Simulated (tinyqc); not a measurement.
Strain, valley repopulation and piezoresistance in a many-valley conduction band: one step, computed by the program tinyqc. Command: `OMP_NUM_THREADS=1 python tinyqc.py 3002608 3002609 out.jsonl valleys walk`. One thread of a shared host (Intel(R) Xeon(R) Processor @ 2.30GHz), about 0.03 s of CPU time with the checks.

Valleys are ellipsoids with mass m_l along the axis a and m_t across it, parabolic, with one constant relaxation time; strain shifts the valleys and leaves the masses alone. Currents are taken along [100], in the plane, and along [001], across the plane.

Problem. Linear piezoresistance coefficients. Each of the 6 valleys holds n_v = N_v (2/sqrt(pi)) F_1/2((E_F - dE_v)/(k_B T)), N_v = 2 (m_d k_B T/(2 pi hbar^2))^(3/2), m_d = (m_l m_t^2)^(1/3); E_F solves sum n_v = n and is counted from the unstrained edge. F_j(eta) = int_0^infinity x^j/(1 + exp(x - eta)) dx, without a gamma-function factor. It is evaluated after integrating by parts. Integrals over x = E/(k_B T) use 160 Gauss-Legendre points in u = sqrt(x) from 0 to sqrt(max(eta, 0) + 32). With eta_0 the reduced Fermi level without strain, r = F_-1/2(eta_0)/(2 F_1/2(eta_0)) (1 for a classical gas) and c = r (Xi_u/k_B T) (m_l - m_t)/(2 m_l + m_t): pi11 = -(2/3) c (S11 - S12), pi12 = -pi11/2, pi44 = 0, with S11 - S12 = 1/(C11 - C12).

Inputs (values chosen for the exercise, for a model crystal):

| quantity | value | unit |
|---|---|---|
| longitudinal mass m_l | 0.895 | m_0 |
| transverse mass m_t | 0.242 | m_0 |
| shear deformation potential Xi_u | 9.6 | eV |
| C11 | 180 | GPa |
| C12 | 62.2 | GPa |
| electron density n | 2.6e+16 | 1/cm^3 |
| temperature T | 300 | K |

Valley axes: <100> (6 valleys in 3 pairs). Load: biaxial in the (001) plane.

Constants: k_B = 8.617333262e-05 eV/K; m_0 = 9.1093837015e-31 kg; k_B = 1.380649e-23 J/K; hbar = 1.054571817e-34 J s.

Give: eta_0; degeneracy factor r; pi11; pi12; pi44.

Solution.

eta_0 = -7.1895

degeneracy factor r = 0.99973

pi11 = -67.517 1e-11/Pa

pi12 = 33.759 1e-11/Pa

pi44 = 0 1e-11/Pa

The gas is classical, so the coefficients follow 1/T.
